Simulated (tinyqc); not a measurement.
Small-signal admittance of a forward-biased p+-n diode: two steps of the calculation.

Holes injected into a neutral base of width wb with an ohmic contact at its end; low injection, p0 far above the equilibrium density. A small voltage v exp(i w t), w = 2 pi f, modulates the edge density by p0 v/Vt, and the small-signal density obeys Dp d2p/dx2 = (1/tau + i w) p.

Values chosen for this exercise; permittivity close to that of silicon: temperature T = 350 K; relative permittivity eps_r = 11.7; donor density of the base Nd = 1.1e17 cm^-3; hole diffusion coefficient Dp = 6.9 cm^2/s; hole lifetime tau = 2e-7 s; width of the neutral base wb = 22 um; excess hole density at the junction edge p0 = 3.1e13 cm^-3; acceptor density of the p+ side Na = 1e19 cm^-3; signal frequency f = 1.1e5 Hz.

Constants: q = 1.602176634e-19 C, kB = 1.380649e-23 J/K, Vt = kB T/q, eps0 = 8.8541878128e-14 F/cm where lengths are in cm. Results are converted to the units shown.

Question 1. Closed-form admittance. L = sqrt(Dp tau); direct current J = (q Dp p0/L) coth(wb/L); k = sqrt(1 + i w tau)/L; diffusion admittance Y = (q Dp p0/Vt) k coth(k wb) = G + i w C_diff; junction capacitance C_j = sqrt(q eps0 eps_r Nd/(2 Vr)) in the depletion approximation, with the remaining barrier Vr = Vt ln(Na/p0), a rough value under forward bias; base-width modulation is left out.

Find: L; J; k wb; Y; C_diff; C_j.

Answer 1.

L = 11.75 um
J = 0.03058 A/cm^2
k wb = 1.877+0.129i
Y = 1.015+0.058i S/cm^2
C_diff = 0.08340 uF/cm^2
C_j = 0.1545 uF/cm^2

G is 1.00 times its low-frequency value J/Vt, and C_diff is 0.540 times C_j.

Question 2. The same by finite differences. 6 equal intervals, h = wb/6; u = small-signal density over its edge value, u_0 = 1, u_6 = 0; u_(i-1) + b u_i + u_(i+1) = 0 with b = -2 - h^2 (1/tau + i w)/Dp; Y = (q Dp p0/(Vt h)) (-b/2 - u_1), which includes the half box at the edge.

Find: b; u; Y on the mesh.

Answer 2.

b = -2.097-0.013i
u, node 1 to 5: 0.7169-0.0126i  0.5039-0.0169i  0.3401-0.0159i  0.2098-0.0120i  0.1000-0.0063i
Y on the mesh = 1.028+0.060i S/cm^2

tinyqc, about 0.01 s, one thread, Intel Xeon 2.30GHz (shared host): `OMP_NUM_THREADS=1 python tinyqc.py 2890194 2890195 out.jsonl`
